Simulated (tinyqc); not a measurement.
# Random telegraph noise from one oxide trap in a small MOSFET: two studies

An acceptor-like trap exchanges electrons with the channel. Inversion charge Q = Cox u, u = n Vt W0(exp((Vg - VT)/(n Vt))), W0 the Lambert function, n = nf, Cox = eps0 eox/tox; linear regime Id = (W/L) mu Q Vd. Relative to threshold the surface potential rises by Vt ln(u/u0) and the oxide voltage by the rest of Vg - VT, with u0 = n Vt W0(1).

Values chosen for this exercise; values of the order met in silicon transistors: temperature T = 200 K; relative permittivity of the gate insulator (close to silicon dioxide) eox = 3.9; insulator thickness tox = 2.4 nm; depth of the trap from the channel interface xt = 0.84 nm; trap level above the channel Fermi level at threshold E0 = 0.25 eV; capture prefactor s0 = 3e-17 cm^2; capture barrier (lattice relaxation) EB = 0.29 eV; tunnelling decay length lt = 0.17 nm; thermal velocity vth = 1.5e7 cm/s; thickness of the inversion layer zi = 2.8 nm; threshold voltage VT = 0.23 V; body factor nf = 1.35; gate width W = 250 nm; gate length L = 50 nm; mobility mu = 210 cm^2/(V s); scattering coefficient of the charged trap asc = 9.7e-16 V s; drain voltage Vd = 0.05 V; gate voltage Vg = 0.78 V.

Constants: q = 1.602176634e-19 C, kB = 1.380649e-23 J/K, Vt = kB T/q, eps0 = 8.8541878128e-14 F/cm where lengths are in cm. Results are converted to the units shown.

Each table varies one quantity; the others keep the values above.

## Time constants and noise against gate voltage

N = Cox u/q; dpsi = Vt ln(u/u0); E = E0 - dpsi - (xt/tox)(Vg - VT - dpsi); capture time tc = 1/[(N/zi) vth s0 exp(-xt/lt - EB/Vt)]; emission time te = tc exp(-E/Vt); occupancy te/(tc + te). A = W L; threshold step dV = q (1 - xt/tox)/(Cox A); gm/Id = 1/(u + n Vt); relative step dI/I = (gm/Id) dV + asc mu/A. fc = (1/tc + 1/te)/(2 pi); rms = (dI/I) sqrt(tc te)/(tc + te).

Result of one run:
```
Vg (V)	E (eV)	tc (s)	te (s)	occupancy	dI/I (%)	fc (Hz)	rms dI/I (%)
0.89	-0.02348	0.3366	1.314	0.7961	0.2582	0.5939	0.1040
```

What becomes of these results when the gate voltage Vg is changed from 0.89 to 1.07 V, all else the same?

Result of the changed run:
```
Vg (V)	E (eV)	tc (s)	te (s)	occupancy	dI/I (%)	fc (Hz)	rms dI/I (%)
1.07	-0.08939	0.2595	46.42	0.9944	0.2370	0.6168	0.01762
```

The whole series:
```
Vg (V)	E (eV)	tc (s)	te (s)	occupancy	dI/I (%)	fc (Hz)	rms dI/I (%)
0.59	0.08899	0.6553	0.003750	0.005691	0.3418	42.68	0.02571
0.65	0.06607	0.5523	0.01195	0.02117	0.3154	13.61	0.04541
0.71	0.04342	0.4767	0.03838	0.07451	0.2957	4.481	0.07764
0.77	0.02097	0.4189	0.1240	0.2285	0.2803	1.663	0.1177
0.83	-0.001315	0.3734	0.4030	0.5191	0.2681	0.8212	0.1340
0.89	-0.02348	0.3366	1.314	0.7961	0.2582	0.5939	0.1040
0.95	-0.04553	0.3063	4.301	0.9335	0.2499	0.5566	0.06226
1.01	-0.06750	0.2810	14.11	0.9805	0.2429	0.5777	0.03361
1.07	-0.08939	0.2595	46.42	0.9944	0.2370	0.6168	0.01762
```

tc falls from 0.655 to 0.259 s as the channel fills and te rises from 0.00375 to 46.4 s; they are equal at Vg = 0.826 V, where E = 0. The rms noise goes from 0.0257 through a maximum of 0.134 (at Vg = 0.83 V among the rows listed) to 0.0176 %. The slope -Vt d ln(tc/te)/dVg is 0.382 between the first two rows and 0.365 between the last two; it tends to xt/tox = 0.350 only when the surface potential stops moving.

## Effect of the capture barrier

Same model as above.

The same in every row: E (eV) = 0.017249; occupancy = 0.26878; dI/I (%) = 0.27811; rms dI/I (%) = 0.12329.

Effect of the capture barrier:
```
EB (eV)	tc (s)	te (s)	fc (Hz)
0.1	6.6926e-6	2.4601e-6	88476
0.2	0.0022156	8.1440e-4	267.26
0.3	0.73345	0.26960	0.80733
0.4	242.81	89.251	0.0024387
0.5	80380	29546	7.3667e-6
0.6	2.6610e7	9.7812e6	2.2253e-8
0.7	8.8090e9	3.2380e9	6.7219e-11
```

What does the table show?

As EB goes from 0.1 to 0.7, tc rises from 6.69e-6 to 8.81e9 s, te rises from 2.46e-6 to 3.24e9 s and dI/I stays at 0.278 %. The barrier scales both times alike and leaves the occupancy unchanged.

Range of the model: VT is taken as given; short-channel effects and the uneven flow of current among few electrons are left out.

tinyqc, about 0.01 s, one thread, Intel Xeon 2.30GHz (shared host): `OMP_NUM_THREADS=1 python tinyqc.py 2710123 2710124 out.jsonl`
